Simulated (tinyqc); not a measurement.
Worked calculation: lattice vibrations of a chain. One step of it, computed by the program tinyqc.

Question. Dynamical matrix at q = 0.24. q is in units of 2 pi/a. A spring k from atom i to atom j, n cells on, adds k to Phi_ii and Phi_jj, -k exp(2 pi i q n) to Phi_ij and the conjugate to Phi_ji (for one atom a cell: 2k (1 - cos 2 pi q n)); D_ij = Phi_ij / sqrt(m_i m_j).

A chain moving along its axis:
```
atom    mass (u)  spring to the next atom (eV/angstrom^2)
1      51.600000                                24.500000
2     102.400000                                13.900000
```

Give: D(q).

Answer.

D(q) (eV/(angstrom^2 u)):
$$\begin{pmatrix}
0.744 & -0.349+0.191i \\
-0.349-0.191i & 0.375
\end{pmatrix}$$
